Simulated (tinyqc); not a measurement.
From a target to a composition: model-solid line-up of a strained alloy layer on a substrate.

Problem. A layer of the alloy is strained to the substrate, and its gap (Ec minus the top valence edge) is given. Find x between 0.08 and 0.90, where the gap is monotonic.

All values of the alloy are linear in x but the gap, Eg(x) = (1 - x) Eg_A + x Eg_B - C x (1 - x), and the valence edge, Ev(x) = (1 - x) Ev_A + x Ev_B + fv C x (1 - x); Ec = Ev + Eg. Ev is the top of the unstrained valence band on a scale common to all materials. In the layer only the Gamma valley of the conduction band is followed, also where an X or L valley would lie lower.

Coherent growth on a (001) face: e_par = (a_s - a)/a, e_perp = -2 (C12/C11) e_par; exx = eyy = e_par, ezz = e_perp, no shear.

Strained edges: Ec + ac tr(e); the valence edges are Ev plus the levels of the 6 x 6 matrix of X, Y, Z times spin with -Dso/3 + l exx + m (eyy + ezz) on the diagonal (cyclic), n exy off it, l = av + 2 b, m = av - b, n = sqrt(3) d. Spin-orbit term (Dso/3) L.sigma on X, Y, Z with (L_k)_ij = -i epsilon_kij: <X+|H|Y+> = -i Dso/3, <X+|H|Z-> = Dso/3, <Y+|H|Z-> = -i Dso/3, <Z+|H|X-> = -Dso/3, <Z+|H|Y-> = i Dso/3, <X-|H|Y-> = i Dso/3, and their conjugates; + and - are the spin along z.

Values chosen for the exercise (A near GaP, B near InP, substrate near GaAs; shifted at random, so the results belong to these values and not to a real crystal): a = (5.453, 5.863) angstrom (lattice constant of A, B); Eg = (2.88, 1.413) eV (gap at Gamma to the s-like level of A, B); Dso = (0.08, 0.109) eV (spin-orbit splitting of A, B); Ev = (-1.28, -0.95) eV (top of the unstrained valence band of A, B); ac = (-8.14, -6.04) eV (conduction deformation potential of A, B); av = (1.69, 0.6) eV (valence hydrostatic potential of A, B); b = (-1.62, -1.97) eV (tetragonal shear potential of A, B); d = (-4.61, -4.98) eV (trigonal shear potential of A, B); C11 = (138.8, 102.1) GPa (of A, B); C12 = (62.8, 55.6) GPa (of A, B); C44 = (69.6, 45.4) GPa (of A, B); C = 0.729 eV (bowing of the gap); fv = 0 (share of the bowing taken by the valence edge); a_s = 5.65 angstrom (substrate); face = 001 (growth face).

strained gap = 2.122006 eV

Find: x; e_par; gap of the relaxed alloy.

Solution. Bisect on x; the strained gap is 2.2320 eV at x = 0.08 and 1.5683 eV at x = 0.90.

x = 0.250
e_par = 1.701 %
gap of the relaxed alloy = 2.377 eV

Program tinyqc; command `OMP_NUM_THREADS=1 python tinyqc.py 1051558 1051559 out.jsonl`; about 0.02 s on one thread of a shared Intel(R) Xeon(R) Processor @ 2.30GHz.
